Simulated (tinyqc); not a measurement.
Plane-wave Kohn-Sham cycle with exchange-only LDA in a layered model solid, step by step. One step of it, computed by the program tinyqc.

Problem. Iteration 2: levels at that k. Diagonalise the Hermitian matrix.

H (hartree), lower triangle:
```
           -2         -1         +0         +1        +2
-2   0.099592
-1  -0.316345  -0.085226
+0   0.062024  -0.316345  -0.146832
+1   0.000388   0.062024  -0.316345  -0.085226
+2   0.000272   0.000388   0.062024  -0.316345  0.099592
```

Give: eigenvalues.

Solution.

eigenvalues (hartree): -0.5713  -0.3638  -0.0621  0.3159  0.5632
